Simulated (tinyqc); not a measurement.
Precursor delivery by bubblers, mass-transport growth and the solid composition of a III-V alloy: one step, computed by the program tinyqc.

1 sccm = 44.615 micromol/min; 1 torr = 133.322 Pa. The sources decompose fully at the surface.

Task: Partial pressures in the reactor. p_i = p n_i/(44615 F_t), F_t in slm; p_V = p F_V/(1000 F_t), counted per molecule supplied; V/III = 44.615 F_V/(n1 + n2); vapour fraction of source 2 = n2/(n1 + n2).

Inputs (values chosen for the exercise, modelled on trimethylgallium (source 1) and trimethylindium (source 2) for the vapour pressures): bath temperature T1 = 268 K; bath temperature T2 = 301 K; total flow F_t = 29 slm; group-V flow F_V = 380 sccm; reactor pressure p = 40 torr.

molar flow 1 = 3.192813 micromol/min

molar flow 2 = 3.207661 micromol/min

Give: p_1; p_2; p_V; V/III ratio; vapour fraction of source 2.

Result:

p_1 = 9.8709e-05 torr

p_2 = 9.9168e-05 torr

p_V = 0.52414 torr

V/III ratio = 2648.8

vapour fraction of source 2 = 0.50116
